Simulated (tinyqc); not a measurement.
Chemical vapour deposition: Grove model, boundary layer, depletion and step coverage: one step, computed by the program tinyqc. Command: `OMP_NUM_THREADS=1 python tinyqc.py 3026824 3026825 out.jsonl cvd walk`. One thread of a shared host (Intel(R) Xeon(R) Processor @ 2.30GHz), about 0.04 s of CPU time with the checks.

A precursor diffuses to the surface and reacts there at first order; each molecule that reacts adds one formula unit of film.

Problem. Depletion along the susceptor. Plug flow: U b dC/dx = -k_eff C with k_eff = k_s h_g/(k_s + h_g), so C falls as exp(-k_eff x/(U b)); the used share of the precursor is 1 - C(L)/C(0).

Inputs (values chosen for the exercise, close to those used for tungsten from its fluoride):
```
quantity,value,unit
temperature T,540,C
gas velocity U,32,cm/s
susceptor length L,38,cm
channel height b,5.3,cm
```

Reactor: horizontal, reduced pressure.

surface rate constant k_s = 0.04430902 cm/s

mass-transfer coefficient h_g = 14.88404 cm/s

growth rate G at the inlet = 0.2208422 nm/min

Give: k_eff; depletion length; rate at the outlet over rate at the inlet; rate at the outlet.

Solution.

k_eff = 0.04418 cm/s

depletion length = 3839 cm

rate at the outlet over rate at the inlet = 0.9902

rate at the outlet = 0.2187 nm/min

1.0 % of the precursor is used. Caution: the boundary layer is capped at b/2, so U, L and nu no longer affect h_g.
